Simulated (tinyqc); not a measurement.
Hydrogen passivation and dissociation of interface defects with a spread of activation energies: one step, computed by the program tinyqc.

Active defects P react as P + H2 -> HP + H and HP -> P + H; released atomic hydrogen is removed. All defects start active. Activation energies are normally distributed, independently for the two reactions.

Task: Sites at the mean energies. a = k_f0 [H2] exp(-E_f/k_B T), b = k_d0 exp(-E_d/k_B T); the active share of one kind of site is b/(a + b) + (a/(a + b)) exp(-(a + b) t).

Inputs (values chosen for the exercise, for a model interface):
```
quantity                        value    unit
mean passivation energy E_f      1.61      eV
prefactor k_f0                4.2e-09  cm^3/s
mean dissociation energy E_d     2.62      eV
prefactor k_d0                2.4e+13     1/s
dissolved hydrogen [H2]       1.2e+17   cm^-3
anneal temperature T             1040       K
anneal time t                     300       s
```

Ambient: hydrogen.

Constants: k_B = 8.617333262e-05 eV/K.

Give: passivation rate a; dissociation rate b; active share, single energy; steady active share, single energy.

Result:

passivation rate a = 7.952 1/s

dissociation rate b = 4.829 1/s

active share, single energy = 0.3778

steady active share, single energy = 0.3778
